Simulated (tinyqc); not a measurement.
Type-II superlattice in the two-band Kane model: sweeps and comparisons. A value that a table varies takes the place of the one given here.

Motion along the axis, period d = a + b, c = hbar^2/2m0. Conduction and light-hole bands couple: (E - Ec)(E - Ev) = Ep c k^2 in each layer, with mass m(E) = (E - Ev)/Ep, which may be negative. The conduction envelope psi and psi'/m(E) are continuous; a layer carries them by [[cos kt, (m/k) sin kt], [-(k/m) sin kt, cos kt]] (cosh and sinh for k^2 < 0), and cos(q d) = tr(M_B M_A)/2. C1 is the first miniband above EvB, with its bottom at tr/2 = +1 and its top at -1; the gap is the bottom of C1 less the top heavy-hole level HH1.

Heavy holes are uncoupled: with e = EvB - E, p = sqrt(mhB e/c), w = sqrt(mhA (EvB - EvA - e)/c), the top level HH1 at q = 0 solves (p/mhB) tan(p b/2) = (w/mhA) tanh(w a/2).

Constants: hbar^2/2m0 = 3.80998211 eV angstrom^2; hc = 1239.841984 eV nm.

Parameters, chosen for this exercise (near those of an InAs/GaSb superlattice; not measured data): b = 36 angstrom (layer B); EcA = 0 eV (conduction edge of A); EvA = -0.425 eV (valence edge of A); EcB = 0.913 eV (conduction edge of B); EvB = 0.103 eV (valence edge of B); EpA = 14.3 eV (coupling energy in A); EpB = 17.7 eV (coupling energy in B); mhA = 0.33 m0 (heavy hole in A); mhB = 0.27 m0 (heavy hole in B); As = (23, 28, 35, 46, 55, 63, 75) angstrom (widths of layer A); a = 47 angstrom (layer A).

## Width of layer A

Bottom of C1 (tr/2 = +1, above EvB), HH1, the gap and hc/gap; widths at which C1 no longer starts above EvB are left out.

Results:

| a (angstrom) | C1 (eV) | HH1 (eV) | gap (meV) | cut-off (micrometre) |
|---|---|---|---|---|
| 23 | 0.4248 | 0.0420 | 382.8 | 3.24 |
| 28 | 0.3641 | 0.0416 | 322.4 | 3.85 |
| 35 | 0.2982 | 0.0415 | 256.7 | 4.83 |
| 46 | 0.2253 | 0.0414 | 183.9 | 6.74 |
| 55 | 0.1836 | 0.0414 | 142.2 | 8.72 |
| 63 | 0.1554 | 0.0414 | 113.9 | 10.88 |
| 75 | 0.1236 | 0.0414 | 82.2 | 15.09 |

From a = 23 to 75 angstrom C1 falls by 301 meV while HH1 moves by -0.5 meV, so layer A tunes the gap, from 383 to 82 meV. The cut-off shifts by 0.121 micrometre per angstrom at the thin end and 0.351 at the thick end: long wavelengths need tight control of the thickness.

## One band or two

Bottom of C1. One band: (k/mA) tan(k a/2) = (kappa/mB) tanh(kappa b/2) with the edge masses (Ec - Ev)/Ep and barrier EcB - EcA. Second row: mA replaced by m(E). The last column is measured against two bands.

Results:

| model | C1 (eV) | gap (meV) | error (meV) |
|---|---|---|---|
| one band, edge masses | 0.2072 | 165.8 | -12.8 |
| m(E) in A only | 0.1832 | 141.8 | -36.8 |
| two bands | 0.2200 | 178.6 | 0.0 |

mA = 0.0297 m0
mB = 0.0458 m0

With edge masses C1 errs by -13 meV, 7 % of the gap. The heavier m(E) in A changes it by -24 meV; the treatment of B changes it by +37 meV, since C1 lies 117 meV above the valence edge of B, where its mass is 0.0066 instead of 0.0458.

## What each parameter does

Bottom and width of C1, HH1 and the gap. Each row changes one parameter from the base and keeps the others.

Results:

| case | C1 (eV) | width (meV) | HH1 (eV) | gap (meV) |
|---|---|---|---|---|
| base | 0.2200 | 53.7 | 0.0414 | 178.6 |
| a = 44 angstrom | 0.2365 | 57.5 | 0.0414 | 195.0 |
| b = 39 angstrom | 0.2242 | 47.5 | 0.0485 | 175.7 |
| EvB = 0.083 eV | 0.2188 | 51.3 | 0.0220 | 196.7 |
| EcB = 0.963 eV | 0.2243 | 49.9 | 0.0414 | 182.8 |
| EvA = -0.455 eV | 0.2160 | 52.2 | 0.0406 | 175.4 |
| EpA = 15.4 eV | 0.2265 | 57.0 | 0.0414 | 185.0 |
| mhB = 0.31 m0 | 0.2200 | 53.7 | 0.0460 | 174.1 |

The largest shifts from the base row, up to three for each result and ties (the steps differ in size, so this ranks the rows, not the parameters). C1 (eV): a +0.0164, EpA +0.0064, EcB +0.0042; unchanged at the printed digits by mhB. width (meV): b -6.3, EcB -3.8, a +3.7; unchanged at the printed digits by mhB. HH1 (eV): EvB -0.0194, b +0.0071, mhB +0.0045; unchanged at the printed digits by a, EcB and EpA. gap (meV): EvB +18.1, a +16.4, EpA +6.4.

Program tinyqc; command `OMP_NUM_THREADS=1 python tinyqc.py 1280778 1280779 out.jsonl`; about 0.08 s on one thread of a shared Intel(R) Xeon(R) Processor @ 2.30GHz.
